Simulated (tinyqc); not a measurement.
# Undoped symmetric double-gate MOSFET, analytic potential model, step by step

Numbers from tinyqc (`OMP_NUM_THREADS=1 python tinyqc.py 2440063 2440064 out.jsonl`; about 0.01 s on one thread of a shared Intel Xeon 2.30GHz). Printed values are rounded.

An undoped body of thickness ts between two equal insulators and tied gates; long channel, electrons only, n = ni exp((psi - V)/Vt) with V the quasi-Fermi potential (0 at the source, Vd at the drain), constant mobility, no quantisation. Across the body psi(x) = V - 2 Vt ln[(ts/(2 beta)) sqrt(q ni/(2 eps0 eps_r Vt)) cos(2 beta x/ts)], x from the centre. Q is the electron charge per area of the whole body.

Parameters, values chosen for the exercise; material values close to those of silicon: temperature T = 300 K; band gap Eg = 1.11 eV; relative permittivity of the semiconductor eps_r = 11.7; conduction-band density of states at T Nc = 2.85e19 cm^-3; valence-band density of states at T Nv = 2.62e19 cm^-3; relative permittivity of the gate insulator eox = 7.13; insulator thickness tox = 3.7 nm; body thickness ts = 5 nm; gate work function less that of the intrinsic body dphi = 0.01 V; channel mobility mu = 100 cm^2/(V s); gate length L = 1 um; gate voltage Vg = 1.13 V; drain voltage Vd = 0.3 V.

Constants: q = 1.602176634e-19 C, kB = 1.380649e-23 J/K, Vt = kB T/q, eps0 = 8.8541878128e-14 F/cm where lengths are in cm. Results are converted to the units shown.

Range of the model: In a body this thin, quantum confinement raises the threshold; it is left out. The surface density at the source passes 0.3 Nc, where Boltzmann statistics fail.

## Constants of the body

ni = sqrt(Nc Nv) exp(-Eg/(2 Vt)), Eg in volts; r = eps_r tox/(eox ts); V0 = dphi + 2 Vt ln[(2/ts) sqrt(2 eps0 eps_r Vt/(q ni))].

ni = 1.29713e10 cm^-3
r = 1.21431
V0 = 0.522837 V

## Iteration 1: beta at the source by Newton steps in z = ln(tan beta)

z at the start = 2

With V = 0, t = exp(z), beta = arctan(t): f = ln(beta) + (1/2) ln(1 + t^2) + 2 r beta t - (Vg - V0)/(2 Vt); with c = t/(1 + t^2), df/dz = c/beta + t c + 2 r t (c + beta); z(new) = z - f/(df/dz).

beta = 1.43628
f = 16.4023
df/dz = 29.2337
z after iteration 1 = 1.43892

## Iteration 2: beta at the source by Newton steps in z = ln(tan beta)

As before.

beta = 1.33792
f = 3.71384
df/dz = 17.1133
z after iteration 2 = 1.22191

## Course of the iteration: beta at the source by Newton steps in z = ln(tan beta)

Stop when z changes by less than 1e-11, or after 60 iterations.

Course of the iteration:

| iteration | z | \|change\| |
|---|---|---|
| 1 | 1.43892 | 0.561 |
| 2 | 1.22191 | 0.217 |
| 3 | 1.19645 | 0.0255 |
| 4 | 1.19614 | 3.09e-4 |
| 5 | 1.19614 | 4.49e-8 |
| 6 | 1.19614 | < 1e-13 |

Converged in 6 iterations. At the end the number of correct digits about doubles with each step.

## Charges and drain current

beta_s = 1.27718
beta_d = 1.09043

beta (between 0 and pi/2) solves (Vg - V0 - V)/(2 Vt) = ln(beta) - ln(cos beta) + 2 r beta tan(beta). Q = 8 eps0 eps_r Vt beta tan(beta)/ts; I = mu (1/L)(4 eps0 eps_r/ts)(2 Vt)^2 [g(beta_s) - g(beta_d)] per width, g = beta tan(beta) - beta^2/2 + r beta^2 tan^2(beta), with beta_s at V = 0 and beta_d at V = Vd.

Qs = 1809.99 nC/cm^2
Qd = 896.700 nC/cm^2
g(beta_s) = 25.0746
g(beta_d) = 6.81585
I = 40.4523 uA/um

The term r beta^2 tan^2(beta), which gives the square law, makes up 86.4 % of g at the source.

## Potential and electron density across the body at the source

| point | x/ts |
|---|---|
| 0 | 0 |
| 1 | 0.1 |
| 2 | 0.2 |
| 3 | 0.3 |
| 4 | 0.4 |
| 5 | 0.45 |
| 6 | 0.5 |

psi(x) as above with V = 0 and beta = beta_s; n = ni exp(psi/Vt).

| point | psi (V) | n (cm^-3) |
|---|---|---|
| 0 | 0.525487 | 8.72509e18 |
| 1 | 0.527192 | 9.32009e18 |
| 2 | 0.532549 | 1.14662e19 |
| 3 | 0.542437 | 1.68085e19 |
| 4 | 0.559110 | 3.20351e19 |
| 5 | 0.571714 | 5.21629e19 |
| 6 | 0.589593 | 1.04163e20 |

The density at the surface is 11.9 times that at the centre (1/cos^2 beta). It reaches 3.7 Nc, where Boltzmann statistics overestimate it.
